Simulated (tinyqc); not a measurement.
Worked calculation: RKS/BLYP in the 6-31g basis, for H3-, spin multiplicity 1. The basis has no diffuse functions, so it cannot describe the extra electron: this is an exercise in the method, not the real anion. Computed by tinyqc, a small Python program that keeps every step (integrals from PySCF). Settings: charge = -1, multiplicity = 1, basis = 6-31g, energy threshold = 1e-10, iteration cap = 75, orthogonalisation = symmetric, start = atomic densities, DIIS depth = 6, method = RKS, functional = blyp, grid = [30, 86]. Command: `OMP_NUM_THREADS=1 python tinyqc.py 25701 25702 out.jsonl` (the two numbers bound the seeds that draw the settings). One thread of a shared host (Intel(R) Xeon(R) Processor @ 2.60GHz), about 3 s of CPU time with the checks. Later iterations appear only in the table of the cycle.

## One-electron integrals

Geometry (angstrom):
```
atom       x       y       z
H     0.0000  0.0000  0.0000
H     0.0000  0.0000  0.9830
H     0.0000  0.9080  0.3770
```

Basis 6-31g: exponents (1/bohr^2) and contraction coefficients of normalised primitives:
```
element  l (shell)  exponent  coefficient
H            s (1)   18.7311       0.0335
H            s (1)    2.8254       0.2347
H            s (1)    0.6401       0.8138
H            s (2)    0.1613       1.0000
```

Overlap, kinetic and nuclear-attraction integrals over the contracted functions; the nuclear repulsion is the sum of Za Zb / Rab.

nuclear repulsion = 1.561323 hartree

overlap S, order 1H 1s, 1H 2s, 2H 1s, 2H 2s, 3H 1s, 3H 2s:
```
[[1.0000, 0.6583, 0.2644, 0.4183, 0.2643, 0.4182],
 [0.6583, 1.0000, 0.4183, 0.7571, 0.4182, 0.7570],
 [0.2644, 0.4183, 1.0000, 0.6583, 0.1989, 0.3763],
 [0.4183, 0.7571, 0.6583, 1.0000, 0.3763, 0.7095],
 [0.2643, 0.4182, 0.1989, 0.3763, 1.0000, 0.6583],
 [0.4182, 0.7570, 0.3763, 0.7095, 0.6583, 1.0000]]
```

kinetic energy T (hartree), order 1H 1s, 1H 2s, 2H 1s, 2H 2s, 3H 1s, 3H 2s:
```
[[1.3957, 0.2597, 0.0369, 0.1149, 0.0368, 0.1148],
 [0.2597, 0.2419, 0.1149, 0.1492, 0.1148, 0.1492],
 [0.0369, 0.1149, 1.3957, 0.2597, -0.0093, 0.0928],
 [0.1149, 0.1492, 0.2597, 0.2419, 0.0928, 0.1324],
 [0.0368, 0.1148, -0.0093, 0.0928, 1.3957, 0.2597],
 [0.1148, 0.1492, 0.0928, 0.1324, 0.2597, 0.2419]]
```

nuclear attraction V (hartree), order 1H 1s, 1H 2s, 2H 1s, 2H 2s, 3H 1s, 3H 2s:
```
[[-2.7277, -1.4393, -0.6750, -0.9480, -0.6747, -0.9479],
 [-1.4393, -1.5714, -0.9330, -1.2530, -0.9329, -1.2529],
 [-0.6750, -0.9330, -2.6749, -1.4074, -0.4946, -0.8389],
 [-0.9480, -1.2530, -1.4074, -1.5436, -0.8388, -1.1759],
 [-0.6747, -0.9329, -0.4946, -0.8388, -2.6749, -1.4073],
 [-0.9479, -1.2529, -0.8389, -1.1759, -1.4073, -1.5436]]
```

core Hamiltonian H = T + V (hartree), order 1H 1s, 1H 2s, 2H 1s, 2H 2s, 3H 1s, 3H 2s:
```
[[-1.3320, -1.1795, -0.6382, -0.8332, -0.6380, -0.8331],
 [-1.1795, -1.3295, -0.8182, -1.1039, -0.8181, -1.1038],
 [-0.6382, -0.8182, -1.2793, -1.1476, -0.5038, -0.7460],
 [-0.8332, -1.1039, -1.1476, -1.3017, -0.7460, -1.0435],
 [-0.6380, -0.8181, -0.5038, -0.7460, -1.2792, -1.1476],
 [-0.8331, -1.1038, -0.7460, -1.0435, -1.1476, -1.3016]]
```

## Two-electron integrals

Functions are numbered as in S; the eight-fold symmetry (ij|kl) = (ji|kl) = (kl|ij) leaves the list below.

Two-electron integrals (ij|kl) in chemists' order, unique and non-zero (hartree):
```
(11|11) 1.0766   (21|11) 0.5785   (21|21) 0.3294   (22|11) 0.5874
(22|21) 0.3613   (22|22) 0.4532   (31|11) 0.2159   (31|21) 0.1256
(31|22) 0.1418   (31|31) 0.0653   (32|11) 0.2460   (32|21) 0.1529
(32|22) 0.1935   (32|31) 0.0862   (32|32) 0.1319   (33|11) 0.5275
(33|21) 0.3370   (33|22) 0.4458   (33|31) 0.2159   (33|32) 0.3581
(33|33) 1.0766   (41|11) 0.3581   (41|21) 0.2052   (41|22) 0.2272
(41|31) 0.0862   (41|32) 0.1079   (41|33) 0.2460   (41|41) 0.1319
(42|11) 0.4123   (42|21) 0.2559   (42|22) 0.3278   (42|31) 0.1153
(42|32) 0.1688   (42|33) 0.4123   (42|41) 0.1688   (42|42) 0.2597
(43|11) 0.3370   (43|21) 0.2139   (43|22) 0.2828   (43|31) 0.1256
(43|32) 0.2052   (43|33) 0.5785   (43|41) 0.1529   (43|42) 0.2559
(43|43) 0.3294   (44|11) 0.4458   (44|21) 0.2828   (44|22) 0.3814
(44|31) 0.1418   (44|32) 0.2272   (44|33) 0.5874   (44|41) 0.1935
(44|42) 0.3278   (44|43) 0.3613   (44|44) 0.4532   (51|11) 0.2158
(51|21) 0.1256   (51|22) 0.1417   (51|31) 0.0523   (51|32) 0.0657
(51|33) 0.1463   (51|41) 0.0810   (51|42) 0.1055   (51|43) 0.0926
(51|44) 0.1203   (51|51) 0.0652   (52|11) 0.2460   (52|21) 0.1529
(52|22) 0.1935   (52|31) 0.0657   (52|32) 0.0915   (52|33) 0.2106
(52|41) 0.1000   (52|42) 0.1487   (52|43) 0.1338   (52|44) 0.1779
(52|51) 0.0861   (52|52) 0.1319   (53|11) 0.1199   (53|21) 0.0749
(53|22) 0.0944   (53|31) 0.0406   (53|32) 0.0602   (53|33) 0.1554
(53|41) 0.0525   (53|42) 0.0805   (53|43) 0.0913   (53|44) 0.1048
(53|51) 0.0406   (53|52) 0.0602   (53|53) 0.0365   (54|11) 0.2072
(54|21) 0.1301   (54|22) 0.1682   (54|31) 0.0600   (54|32) 0.0870
(54|33) 0.2068   (54|41) 0.0872   (54|42) 0.1349   (54|43) 0.1299
(54|44) 0.1680   (54|51) 0.0742   (54|52) 0.1167   (54|53) 0.0572
(54|54) 0.1066   (55|11) 0.5274   (55|21) 0.3370   (55|22) 0.4457
(55|31) 0.1464   (55|32) 0.2106   (55|33) 0.4797   (55|41) 0.2231
(55|42) 0.3487   (55|43) 0.3097   (55|44) 0.4220   (55|51) 0.2158
(55|52) 0.3581   (55|53) 0.1554   (55|54) 0.3203   (55|55) 1.0766
(61|11) 0.3581   (61|21) 0.2051   (61|22) 0.2271   (61|31) 0.0810
(61|32) 0.1001   (61|33) 0.2230   (61|41) 0.1293   (61|42) 0.1639
(61|43) 0.1407   (61|44) 0.1838   (61|51) 0.0861   (61|52) 0.1078
(61|53) 0.0525   (61|54) 0.0922   (61|55) 0.2460   (61|61) 0.1319
(62|11) 0.4122   (62|21) 0.2559   (62|22) 0.3278   (62|31) 0.1055
(62|32) 0.1487   (62|33) 0.3487   (62|41) 0.1639   (62|42) 0.2456
(62|43) 0.2205   (62|44) 0.2950   (62|51) 0.1153   (62|52) 0.1688
(62|53) 0.0805   (62|54) 0.1488   (62|55) 0.4122   (62|61) 0.1688
(62|62) 0.2597   (63|11) 0.2072   (63|21) 0.1301   (63|22) 0.1682
(63|31) 0.0742   (63|32) 0.1167   (63|33) 0.3203   (63|41) 0.0922
(63|42) 0.1488   (63|43) 0.1837   (63|44) 0.2039   (63|51) 0.0600
(63|52) 0.0870   (63|53) 0.0572   (63|54) 0.0839   (63|55) 0.2068
(63|61) 0.0872   (63|62) 0.1349   (63|63) 0.1066   (64|11) 0.3418
(64|21) 0.2151   (64|22) 0.2846   (64|31) 0.1005   (64|32) 0.1530
(64|33) 0.3798   (64|41) 0.1439   (64|42) 0.2326   (64|43) 0.2363
(64|44) 0.3040   (64|51) 0.1004   (64|52) 0.1530   (64|53) 0.0812
(64|54) 0.1414   (64|55) 0.3798   (64|61) 0.1438   (64|62) 0.2326
(64|63) 0.1414   (64|64) 0.2281   (65|11) 0.3370   (65|21) 0.2139
(65|22) 0.2828   (65|31) 0.0926   (65|32) 0.1339   (65|33) 0.3097
(65|41) 0.1407   (65|42) 0.2205   (65|43) 0.1985   (65|44) 0.2692
(65|51) 0.1256   (65|52) 0.2051   (65|53) 0.0913   (65|54) 0.1837
(65|55) 0.5785   (65|61) 0.1529   (65|62) 0.2559   (65|63) 0.1299
(65|64) 0.2363   (65|65) 0.3294   (66|11) 0.4457   (66|21) 0.2828
(66|22) 0.3814   (66|31) 0.1203   (66|32) 0.1779   (66|33) 0.4220
(66|41) 0.1838   (66|42) 0.2951   (66|43) 0.2692   (66|44) 0.3678
(66|51) 0.1417   (66|52) 0.2271   (66|53) 0.1048   (66|54) 0.2039
(66|55) 0.5874   (66|61) 0.1935   (66|62) 0.3278   (66|63) 0.1680
(66|64) 0.3040   (66|65) 0.3613   (66|66) 0.4532
```

## Orthogonalisation

S = U s U^T; symmetric (Loewdin) form X = U s^(-1/2) U^T, so that X^T S X = 1.

eigenvalues of S: [0.1382, 0.1654, 0.4340, 0.8025, 0.9261, 3.5338]

X, order 1H 1s, 1H 2s, 2H 1s, 2H 2s, 3H 1s, 3H 2s:
```
[[1.2633, -0.5119, -0.0517, 0.0269, -0.0517, 0.0269],
 [-0.5119, 1.9311, 0.0191, -0.5407, 0.0190, -0.5405],
 [-0.0517, 0.0191, 1.2598, -0.5079, -0.0127, 0.0183],
 [0.0269, -0.5407, -0.5079, 1.8202, 0.0183, -0.4053],
 [-0.0517, 0.0190, -0.0127, 0.0183, 1.2598, -0.5079],
 [0.0269, -0.5405, 0.0183, -0.4053, -0.5079, 1.8200]]
```

## Starting guess

The start is atomic minimal-basis densities projected into this basis (PySCF's MINAO start) and scaled to the electron count of each spin; this density is not idempotent, so its energy is not variational and may lie below the converged one.

D at the start, order 1H 1s, 1H 2s, 2H 1s, 2H 2s, 3H 1s, 3H 2s:
```
[[0.3631, 0.3931, -0.0100, 0.0029, -0.0100, 0.0029],
 [0.3931, 0.4264, 0.0014, 0.0169, 0.0014, 0.0169],
 [-0.0100, 0.0014, 0.3625, 0.3937, -0.0111, 0.0024],
 [0.0029, 0.0169, 0.3937, 0.4287, 0.0024, 0.0190],
 [-0.0100, 0.0014, -0.0111, 0.0024, 0.3625, 0.3937],
 [0.0029, 0.0169, 0.0024, 0.0190, 0.3937, 0.4287]]
```

## Iteration 1: exchange-correlation on the grid

Becke grid with 30 radial and 86 angular points per atom, points of zero weight dropped. rho = sum D_ij phi_i phi_j; V_xc,ij = sum w v_xc phi_i phi_j plus the gradient terms; v_xc is d(rho eps)/d rho at fixed gradient.

The 8 grid points with the largest w rho, of 7728 (bohr, atomic units):
```
x             y       z       w     rho  |grad rho|^2   eps_xc     v_xc
0.7477   0.9681  0.9160  0.0290  0.0895        0.0149  -0.3796  -0.4657
-0.7477  0.9681  0.9160  0.0290  0.0895        0.0149  -0.3796  -0.4657
-0.6217  0.6217  1.2359  0.0257  0.0989        0.0130  -0.3872  -0.4840
0.6217   0.6217  1.2359  0.0257  0.0989        0.0130  -0.3872  -0.4840
1.2016   0.0000  0.4849  0.0530  0.0479        0.0074  -0.3254  -0.3755
-1.2016  0.0000  0.4849  0.0530  0.0479        0.0074  -0.3254  -0.3755
-1.2016  1.2309  0.7124  0.0533  0.0476        0.0072  -0.3244  -0.3749
1.2016   1.2309  0.7124  0.0533  0.0476        0.0072  -0.3244  -0.3749
```

electrons on the grid, sum of w rho = 3.9998

E_xc = sum of w rho eps_xc = -1.425656 hartree

V_xc (hartree), order 1H 1s, 1H 2s, 2H 1s, 2H 2s, 3H 1s, 3H 2s:
```
[[-0.5823, -0.3180, -0.1455, -0.2076, -0.1454, -0.2076],
 [-0.3180, -0.3376, -0.2056, -0.2705, -0.2056, -0.2705],
 [-0.1455, -0.2056, -0.5774, -0.3138, -0.1067, -0.1845],
 [-0.2076, -0.2705, -0.3138, -0.3323, -0.1845, -0.2537],
 [-0.1454, -0.2056, -0.1067, -0.1845, -0.5774, -0.3138],
 [-0.2076, -0.2705, -0.1845, -0.2537, -0.3138, -0.3323]]
```

## Iteration 1: building the Kohn-Sham matrix

J_ij = sum D_kl (ij|kl); F = H + J + V_xc; E = tr D H + tr D J / 2 + E_xc + E_nn.

Coulomb J (hartree), order 1H 1s, 1H 2s, 2H 1s, 2H 2s, 3H 1s, 3H 2s:
```
[[2.4285, 1.4700, 0.6632, 0.9664, 0.6630, 0.9662],
 [1.4700, 1.8167, 0.9538, 1.4326, 0.9536, 1.4325],
 [0.6632, 0.9538, 2.3791, 1.4419, 0.4966, 0.8602],
 [0.9664, 1.4326, 1.4419, 1.7912, 0.8602, 1.3452],
 [0.6630, 0.9536, 0.4966, 0.8602, 2.3790, 1.4418],
 [0.9662, 1.4325, 0.8602, 1.3452, 1.4418, 1.7912]]
```

Kohn-Sham matrix F (hartree), order 1H 1s, 1H 2s, 2H 1s, 2H 2s, 3H 1s, 3H 2s:
```
[[0.5143, -0.0275, -0.1204, -0.0745, -0.1204, -0.0745],
 [-0.0275, 0.1496, -0.0700, 0.0582, -0.0700, 0.0582],
 [-0.1204, -0.0700, 0.5224, -0.0195, -0.1139, -0.0704],
 [-0.0745, 0.0582, -0.0195, 0.1572, -0.0704, 0.0479],
 [-0.1204, -0.0700, -0.1139, -0.0704, 0.5224, -0.0195],
 [-0.0745, 0.0582, -0.0704, 0.0479, -0.0195, 0.1572]]
```

total energy of this density = -1.552566 hartree

This density is the starting one; it is not idempotent, so its energy is not variational and may lie below the converged one.

## Iteration 1: diagonalisation and new density

Diagonalise F' = X^T F X, C = X C', fill 2 alpha and 2 beta electrons from the bottom; D = 2 C_occ C_occ^T. Each column has its largest component positive (the first on a tie).

F' = X^T F X (hartree):
```
[[0.9091, -0.4214, -0.1554, -0.0197, -0.1553, -0.0198],
 [-0.4214, 0.5397, -0.0230, -0.0727, -0.0231, -0.0727],
 [-0.1554, -0.0230, 0.9022, -0.4227, -0.0903, -0.0267],
 [-0.0197, -0.0727, -0.4227, 0.5320, -0.0267, -0.0664],
 [-0.1553, -0.0231, -0.0903, -0.0267, 0.9022, -0.4227],
 [-0.0198, -0.0727, -0.0267, -0.0664, -0.4227, 0.5320]]
```

orbital energies (hartree): [0.0309, 0.3532, 0.3814, 0.9982, 1.2377, 1.3158]

coefficients C, order 1H 1s, 1H 2s, 2H 1s, 2H 2s, 3H 1s, 3H 2s:
```
[[0.2131, -0.0001, 0.1628, 0.7657, 0.0004, -1.0984],
 [0.2318, -0.0010, 1.5213, -0.6406, -0.0006, 1.3408],
 [0.2010, -0.1573, -0.0763, 0.6718, 0.9604, 0.6355],
 [0.2300, -1.1414, -0.7884, -0.4558, -1.1443, -0.7309],
 [0.2010, 0.1575, -0.0761, 0.6715, -0.9614, 0.6343],
 [0.2300, 1.1425, -0.7865, -0.4553, 1.1453, -0.7295]]
```

D after iteration 1, order 1H 1s, 1H 2s, 2H 1s, 2H 2s, 3H 1s, 3H 2s:
```
[[0.0908, 0.0988, 0.0857, 0.0984, 0.0856, 0.0977],
 [0.0988, 0.1075, 0.0935, 0.1089, 0.0929, 0.1044],
 [0.0857, 0.0935, 0.1303, 0.4516, 0.0312, -0.2670],
 [0.0984, 0.1089, 0.4516, 2.7114, -0.2670, -2.5022],
 [0.0856, 0.0929, 0.0312, -0.2670, 0.1304, 0.4522],
 [0.0977, 0.1044, -0.2670, -2.5022, 0.4522, 2.7163]]
```

## Iteration 2: exchange-correlation on the grid

As before.

The 8 grid points with the largest w rho, of 7728 (bohr, atomic units):
```
x              y        z       w     rho  |grad rho|^2   eps_xc     v_xc
-0.3460   2.9864  -0.5581  0.1513  0.0285        0.0015  -0.2715  -0.3195
0.3460    2.9864  -0.5581  0.1513  0.0285        0.0015  -0.2715  -0.3195
-0.4071   3.2109  -0.7826  0.2380  0.0181        0.0007  -0.2412  -0.2749
0.4071    3.2109  -0.7826  0.2380  0.0181        0.0007  -0.2412  -0.2749
0.0000   -1.6969   2.5424  0.1504  0.0286        0.0015  -0.2718  -0.3200
0.0000   -1.9966   2.6634  0.2367  0.0182        0.0007  -0.2414  -0.2753
0.0000    3.7125  -0.0934  0.2371  0.0179        0.0007  -0.2402  -0.2738
-0.4071  -1.4950   3.3526  0.2384  0.0178        0.0007  -0.2398  -0.2733
```

electrons on the grid, sum of w rho = 3.9999

E_xc = sum of w rho eps_xc = -1.196999 hartree

V_xc (hartree), order 1H 1s, 1H 2s, 2H 1s, 2H 2s, 3H 1s, 3H 2s:
```
[[-0.4794, -0.2710, -0.1310, -0.1810, -0.1310, -0.1810],
 [-0.2710, -0.3110, -0.1942, -0.2589, -0.1942, -0.2589],
 [-0.1310, -0.1942, -0.5410, -0.3026, -0.0954, -0.1716],
 [-0.1810, -0.2589, -0.3026, -0.3353, -0.1716, -0.2445],
 [-0.1310, -0.1942, -0.0954, -0.1716, -0.5411, -0.3026],
 [-0.1810, -0.2589, -0.1716, -0.2445, -0.3026, -0.3353]]
```

## Iteration 2: building the Kohn-Sham matrix

As before.

Coulomb J (hartree), order 1H 1s, 1H 2s, 2H 1s, 2H 2s, 3H 1s, 3H 2s:
```
[[1.9990, 1.2447, 0.5720, 0.8250, 0.5718, 0.8249],
 [1.2447, 1.6228, 0.8587, 1.3031, 0.8587, 1.3030],
 [0.5720, 0.8587, 2.1570, 1.3226, 0.4366, 0.7747],
 [0.8250, 1.3031, 1.3226, 1.6802, 0.7748, 1.2400],
 [0.5718, 0.8587, 0.4366, 0.7748, 2.1573, 1.3228],
 [0.8249, 1.3030, 0.7747, 1.2400, 1.3228, 1.6803]]
```

Kohn-Sham matrix F (hartree), order 1H 1s, 1H 2s, 2H 1s, 2H 2s, 3H 1s, 3H 2s:
```
[[0.1876, -0.2058, -0.1972, -0.1891, -0.1972, -0.1891],
 [-0.2058, -0.0177, -0.1536, -0.0596, -0.1535, -0.0596],
 [-0.1972, -0.1536, 0.3367, -0.1276, -0.1626, -0.1429],
 [-0.1891, -0.0596, -0.1276, 0.0432, -0.1428, -0.0480],
 [-0.1972, -0.1535, -0.1626, -0.1428, 0.3371, -0.1274],
 [-0.1891, -0.0596, -0.1429, -0.0480, -0.1274, 0.0434]]
```

total energy of this density = -1.406813 hartree

## Iteration 2: DIIS over 2 matrices

error matrix X^T (FDS - SDF) X:
```
[[0.0000, -0.0894, -0.0488, -0.1061, -0.0488, -0.1060],
 [0.0894, 0.0000, 0.0231, -0.0238, 0.0229, -0.0237],
 [0.0488, -0.0231, 0.0000, -0.0996, 0.0000, 0.0192],
 [0.1061, 0.0238, 0.0996, 0.0000, -0.0192, 0.0001],
 [0.0488, -0.0229, 0.0000, 0.0192, 0.0000, -0.0996],
 [0.1060, 0.0237, -0.0192, -0.0001, 0.0996, 0.0000]]
```

B (overlaps of the stored error matrices):
```
[[1.7641994e-01, -4.3796594e-02],
 [-4.3796594e-02, 1.1601040e-01]]
```

Minimise |sum c_i e_i|^2 with sum c_i = 1: solve [B -1; -1 0][c; lambda] = [0; -1] with B_ij = tr e_i^T e_j, and take F = sum c_i F_i.

DIIS coefficients: [0.4205, 0.5795]

extrapolated F (hartree), order 1H 1s, 1H 2s, 2H 1s, 2H 2s, 3H 1s, 3H 2s:
```
[[0.3250, -0.1308, -0.1649, -0.1409, -0.1649, -0.1409],
 [-0.1308, 0.0527, -0.1185, -0.0101, -0.1184, -0.0101],
 [-0.1649, -0.1185, 0.4148, -0.0821, -0.1421, -0.1124],
 [-0.1409, -0.0101, -0.0821, 0.0912, -0.1124, -0.0077],
 [-0.1649, -0.1184, -0.1421, -0.1124, 0.4150, -0.0820],
 [-0.1409, -0.0101, -0.1124, -0.0077, -0.0820, 0.0912]]
```

## Iteration 2: diagonalisation and new density

As before.

F' = X^T F X (hartree):
```
[[0.7162, -0.4307, -0.1583, -0.0347, -0.1582, -0.0347],
 [-0.4307, 0.4723, -0.0268, -0.0799, -0.0268, -0.0799],
 [-0.1583, -0.0268, 0.7950, -0.4286, -0.0937, -0.0341],
 [-0.0347, -0.0799, -0.4286, 0.5032, -0.0341, -0.0697],
 [-0.1582, -0.0268, -0.0937, -0.0341, 0.7952, -0.4286],
 [-0.0347, -0.0799, -0.0341, -0.0697, -0.4286, 0.5033]]
```

orbital energies (hartree): [-0.0855, 0.3058, 0.3088, 0.9079, 1.1559, 1.1923]

coefficients C, order 1H 1s, 1H 2s, 2H 1s, 2H 2s, 3H 1s, 3H 2s:
```
[[0.2846, -0.0011, 0.2044, 0.8675, 0.0009, -0.9947],
 [0.2836, -0.0076, 1.4263, -0.8072, -0.0011, 1.3453],
 [0.2163, 0.1969, -0.1249, 0.5879, -0.9538, 0.7014],
 [0.1626, 1.0986, -0.7556, -0.3783, 1.1905, -0.8149],
 [0.2162, -0.1956, -0.1269, 0.5872, 0.9536, 0.7024],
 [0.1624, -1.0906, -0.7669, -0.3773, -1.1898, -0.8160]]
```

D after iteration 2, order 1H 1s, 1H 2s, 2H 1s, 2H 2s, 3H 1s, 3H 2s:
```
[[0.1620, 0.1614, 0.1227, 0.0901, 0.1235, 0.0948],
 [0.1614, 0.1609, 0.1197, 0.0755, 0.1256, 0.1087],
 [0.1227, 0.1197, 0.1711, 0.5029, 0.0165, -0.3591],
 [0.0901, 0.0755, 0.5029, 2.4666, -0.3594, -2.3434],
 [0.1235, 0.1256, 0.0165, -0.3594, 0.1700, 0.4968],
 [0.0948, 0.1087, -0.3591, -2.3434, 0.4968, 2.4315]]
```

## Convergence

Stop when the energy changes by less than 1e-10 hartree and every element of the error matrix X^T (F D S - S D F) X is below 3e-06.

Course of the cycle:
```
iteration  E (hartree)     change  largest element of the error matrix
1            -1.552566          -                             1.40e-01
2            -1.406813   1.46e-01                             1.06e-01
3            -1.432939  -2.61e-02                             2.58e-02
4            -1.357804   7.51e-02                             1.16e-01
5            -1.351653   6.15e-03                             1.20e-01
6            -1.361344  -9.69e-03                             1.18e-01
7            -1.352291   9.05e-03                             1.28e-01
8            -1.355047  -2.76e-03                             1.27e-01
9            -1.385214  -3.02e-02                             9.62e-02
10           -1.390679  -5.47e-03                             1.28e-01
11           -1.395879  -5.20e-03                             1.07e-01
12           -1.344530   5.13e-02                             1.36e-01
13           -1.338658   5.87e-03                             1.47e-01
14           -1.405508  -6.69e-02                             8.57e-02
...                ...        ...                                  ...
62           -1.346829   9.47e-03                             9.18e-02
63           -1.346945  -1.15e-04                             9.24e-02
64           -1.385436  -3.85e-02                             9.02e-02
65           -1.427549  -4.21e-02                             3.19e-02
66           -1.403837   2.37e-02                             6.21e-02
67           -1.409416  -5.58e-03                             5.26e-02
68           -1.433082  -2.37e-02                             1.86e-02
69           -1.365467   6.76e-02                             1.13e-01
70           -1.358817   6.65e-03                             1.18e-01
71           -1.364586  -5.77e-03                             1.14e-01
72           -1.383034  -1.84e-02                             9.37e-02
73           -1.380817   2.22e-03                             9.68e-02
74           -1.383248  -2.43e-03                             9.33e-02
75           -1.339428   4.38e-02                             1.39e-01
```

PySCF RKS in the same basis, fine grid = -1.346566 hartree

Not converged within the cap of 75 iterations: the residual wanders without falling. Reruns (cap 100 unless said): DIIS 8: not converged; damping 0.5: not converged; level shift 0.5: converged in 16; atomic densities as start, DIIS 8: not converged; the original settings with a cap of 400: not converged.
